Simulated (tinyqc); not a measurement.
Hot electrons in a saturated n-channel MOSFET, lucky-electron model: two steps of the calculation.

Beyond pinch-off the lateral field grows as Esat cosh(y/l) over the velocity-saturated region (pseudo-two-dimensional model). Impact ionisation in this region gives the substrate current, which biases the body forward through Rsub. Currents are per width. Local-field laws: they overstate ionisation when the field peak is narrower than an energy relaxation length.

Parameters, values chosen for the exercise; values close to those of silicon n-channel devices: channel length L = 0.25 um; oxide thickness tox = 5.4 nm; junction depth xj = 91 nm; effective mobility mu = 260 cm^2/(V s); saturation velocity vs = 8.9e6 cm/s; hot-electron mean free path lm = 8.6 nm; oxide barrier pb = 3.2 V; prefactor of the gate current Cg = 0.0013; lifetime exponent m = 3; lifetime constant Hl = 2500 s uA/um.

Constants: eps0 = 8.8541878128e-14 F/cm where lengths are in cm. Results are converted to the units shown.

Task 1. Length and field scales. Cox = 3.9 eps0/tox, l = sqrt(3 tox xj), Esat = 2 vs/mu.

Wanted: Cox; l; Esat; Esat L.

Result 1.

Cox = 0.63947 uF/cm^2
l = 38.395 nm
Esat = 0.068462 MV/cm
Esat L = 1.7115 V

Task 2. Gate current, lifetime and channel shortening. Ig = Cg Id exp(-pb/(lm Em)); lifetime tau = (Hl/Id)(Isub/Id)^(-m); length of the saturated region dL = l ln[(dV/l + Em)/Esat]. 1 year = 3.15576e7 s.

Id = 244.55487 uA/um
dV = 1.5818519 V
Em = 0.41764037 MV/cm
Isub = 6.9912098 uA/um
l = 38.395312 nm
Esat = 0.068461538 MV/cm

Wanted: Isub/Id; Ig; tau; dL.

Result 2.

Isub/Id = 0.02859
Ig = 42.95 pA/um
tau = 0.01387 years
dL = 95.79 nm

The lifetime misses ten years.

Program tinyqc, `OMP_NUM_THREADS=1 python tinyqc.py 2550146 2550147 out.jsonl`; Intel Xeon 2.30GHz, shared host, one thread, about 0.01 s.
